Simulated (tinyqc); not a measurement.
Space-charge-limited current with shallow traps: one step of the calculation.

One carrier type, drift only, an injecting contact at x = 0 (zero field) and thickness L. The share th = y/(1 + y), y = (Nc/Nt) exp(-Et/kB T), of the injected charge is free: J = q mu n F, eps0 eps_r dF/dx = q (n - n0)/th.

Problem. Limits and characteristic voltages. Ohmic J = q n0 mu V/L; Mott-Gurney J = (9/8) th eps0 eps_r mu V^2/L^3; they cross at Vx = 8 q n0 L^2/(9 th eps0 eps_r); traps fill at V_TFL = q Nt L^2/(2 eps0 eps_r).

Values chosen for this exercise:
```
symbol,value,unit,meaning
T,300,K,temperature
eps_r,23.2,,relative permittivity
mu,0.016,cm^2/(V s),mobility
L,9000,nm,thickness
Nc,1.6e20,cm^-3,band density of states
Nt,1.3e15,cm^-3,trap density
Et,0.32,eV,trap depth
n0,2.6e12,cm^-3,free carrier density in equilibrium
V,6.3,V,voltage
```

Constants: q = 1.602176634e-19 C, kB = 1.380649e-23 J/K, Vt = kB T/q, eps0 = 8.8541878128e-14 F/cm where lengths are in cm. Results are converted to the units shown.

Wanted: th; ohmic J; Mott-Gurney J; Vx; V_TFL.

Solution.

th = 0.3413
ohmic J = 4.666e-5 A/cm^2
Mott-Gurney J = 6.870e-4 A/cm^2
Vx = 0.4278 V
V_TFL = 41.07 V

Range of the model: Diffusion and a field-dependent mobility are left out. With injecting contacts the diffusion current, about 4 pi^2 Vt th eps0 eps_r mu V/L^3, equals the Mott-Gurney current at V = 35 kB T/q (0.9 V at 300 K), so the drift-only result needs V well above that.

Computed by the program tinyqc: `OMP_NUM_THREADS=1 python tinyqc.py 2370043 2370044 out.jsonl`, one thread of a shared Intel Xeon 2.30GHz, about 0.01 s for the whole run.
